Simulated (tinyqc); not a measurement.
Capillary instabilities by surface diffusion: grooving and agglomeration of films, edge retraction, wire break-up and smoothing of roughness: one step, computed by the program tinyqc. Command: `OMP_NUM_THREADS=1 python tinyqc.py 3021086 3021087 out.jsonl dewet walk`. One thread of a shared host (Intel(R) Xeon(R) Processor @ 2.30GHz), about 0.01 s of CPU time with the checks.

Isotropic surface energy; shapes change by surface diffusion alone.

Question. Break-up of a free wire. A wire with r + A cos(k z) has dA/dt = (B/r^4) (kr)^2 [1 - (kr)^2] A: unstable for wavelengths above 2 pi r, fastest at kr = 1/sqrt 2 with the rate B/(4 r^4); break-up time about (4 r^4/B) ln(r/A0); each wavelength makes a sphere of radius (3 r^2 lambda_m/4)^(1/3).

Inputs (values chosen for the exercise, for a model film):
```
quantity,value,unit
temperature T,1248,K
time t,1700,s
wire radius r,3.4,nm
initial ripple over radius,0.01,-
```

B = 4635.495 nm^4/s

Give: fastest wavelength; break-up time; radius of the spheres; t over the break-up time.

Answer.

fastest wavelength = 30.212 nm

break-up time = 0.53104 s

radius of the spheres = 6.3983 nm

t over the break-up time = 3201.3

The wire breaks up within t. Caution: faceting can stabilise wires along low-index directions.
